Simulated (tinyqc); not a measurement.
n-type polysilicon, carrier trapping at grain boundaries: one step of the calculation.

One-dimensional grains of size Lg, uniform ionised doping N, monovalent traps Qt at each boundary at a depth Et below (for electrons) or above (for holes) the band edge there, abrupt depletion of width W on each side of a boundary, Boltzmann statistics. xi is the distance from the band edge at the grain centre to the Fermi level. Trapped charge Qt/(1 + exp((xi + VB - Et)/Vt)) = 2 N W, barrier VB = q N W^2/(2 eps0 eps_r).

Task. Resistivity and effective mobility. n0 = NB exp(-xi/Vt); mean density n0 (1 - 2 W/Lg) by charge balance in a partly depleted grain, and n0 (sqrt(pi)/2) erf(u)/u with u = sqrt(VB/Vt) in a fully depleted one; v = sqrt(kB T/(2 pi ms m0)); barrier resistivity Vt exp(VB/Vt)/(q fe n0 v Lg); grain resistivity (1 - 2 W/Lg)/(q n0 mug); effective mobility 1/(q mean density total resistivity).

Inputs (values chosen for the exercise); values of the order met in polycrystalline silicon:
- T = 300 K (temperature)
- NB = 2.8e19 cm^-3 (conduction-band density of states at T)
- Lg = 28 nm (grain size)
- ms = 0.56 m0 (mass for thermionic emission)
- fe = 0.12 (correction factor of the emission rate)
- mug = 160 cm^2/(V s) (mobility inside the grains)

Constants: q = 1.602176634e-19 C, kB = 1.380649e-23 J/K, m0 = 9.1093837015e-31 kg, Vt = kB T/q. Results are converted to the units shown.

W = 14 nm
xi = 0.20315207 V
VB = 0.19703584 V

Wanted: n0; mean density; v; barrier resistivity; grain resistivity; resistivity; effective mobility.

Result.

n0 = 1.0823e16 cm^-3
mean density = 3.4740e15 cm^-3
v = 3.5948e6 cm/s
barrier resistivity = 25204 ohm cm
grain resistivity = 0.0000 ohm cm
resistivity = 25204 ohm cm
effective mobility = 0.071283 cm^2/(V s)

The resistivity is 8.40e5 times that of a single crystal with the same N and mobility mug, and the mean density is 0.267 % of N.

Program tinyqc, `OMP_NUM_THREADS=1 python tinyqc.py 2830082 2830083 out.jsonl`; Intel Xeon 2.30GHz, shared host, one thread, about 0.01 s.
